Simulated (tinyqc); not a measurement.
Transmission spectrum against simple models: phonon transmission through an interface between two chains by Green functions. Computed by tinyqc, a small Python program. Command: `OMP_NUM_THREADS=1 python tinyqc.py 3024378 3024379 out.jsonl agf walk`. One thread of a shared host (Intel(R) Xeon(R) Processor @ 2.30GHz), about 0.01 s of CPU time with the checks.

Two semi-infinite chains (masses m_1, m_2; springs k_1, k_2), motion along the chain. The central region holds the end atom of each chain and one interlayer atom of mass m_b, joined by springs k_b. lambda = omega^2 in eV/(angstrom^2 u); nu = 15.6333042 THz x sqrt(lambda).

Inputs (values chosen for the exercise, for two model chains): mass m_1 = 71.7 u; spring k_1 = 2.13 eV/angstrom^2; mass m_2 = 113 u; spring k_2 = 2.32 eV/angstrom^2; junction spring k_b = 2.82 eV/angstrom^2; interlayer mass m_b = 42.2 u; probe frequency / lower band top = 0.88.

Atoms in the interlayer: one.

Constants: nu for 1 eV/(angstrom^2 u) = 15.6333042 THz.

Method:
- nu_max = 15.6333042 THz x 2 sqrt(k/m); impedance Z = sqrt(k m); long-wave transmission 4 Z_1 Z_2/(Z_1 + Z_2)^2; the probe frequency is the given share of the lower band top.
- In chain i, sin(q_i a/2) = nu/nu_max,i. An outgoing wave makes the next atom move as exp(i q_i a) times the end atom, so the lead adds the self-energy Sigma_i = -k_i exp(i q_i a) to the force-constant matrix; Gamma_i = -2 Im Sigma_i = 2 k_i sin(q_i a).
- A = lambda M - K - Sigma over the central atoms, with K_ii the sum of the springs at i, K_(i,i+1) = -k_b; G = inverse of A; transmission = Gamma_1 Gamma_2 |G_(first,last)|^2.
- Long-wave value 4 Z_1 Z_2/(Z_1 + Z_2)^2. Continuum estimate, with omega = sqrt(lambda): a slab of impedance Z_b = sqrt(k_b m_b) and phase p = omega x (number of interlayer atoms) x sqrt(m_b/k_b), tau = 4 Z_1 Z_2/[(Z_1 + Z_2)^2 cos^2 p + (Z_b + Z_1 Z_2/Z_b)^2 sin^2 p].

band top of chain 1 = 5.38903 THz

band top of chain 2 = 4.48008 THz

long-wave transmission = 0.981972

Z_1 = 12.3580 sqrt(eV u)/angstrom

Z_2 = 16.1914 sqrt(eV u)/angstrom

Transmission:
```
nu/nu_top  nu (THz)  Green function  long-wave value  continuum estimate
0.05         0.2240         0.98196          0.98197             0.98182
0.15         0.6720         0.98183          0.98197             0.98063
0.25         1.1200         0.98140          0.98197             0.97833
0.35         1.5680         0.98022          0.98197             0.97503
0.45         2.0160         0.97736          0.98197             0.97091
0.55         2.4640         0.97079          0.98197             0.96621
0.65         2.9121         0.95618          0.98197             0.96115
0.75         3.3601         0.92354          0.98197             0.95600
0.85         3.8081         0.84648          0.98197             0.95101
0.92         4.1217         0.72245          0.98197             0.94773
0.98         4.3905         0.44749          0.98197             0.94514
```

What does the comparison show, and why?

The transmission starts at the impedance value 0.982 and vanishes at the lower band top, 4.48 THz, above which chain 2 has no states. It first falls below half of that value at nu/nu_top = 0.98. The continuum estimate is within 0.05 up to nu/nu_top = 0.75; it leaves out dispersion, and it puts the faces of the slab half a spring from its outer atoms.
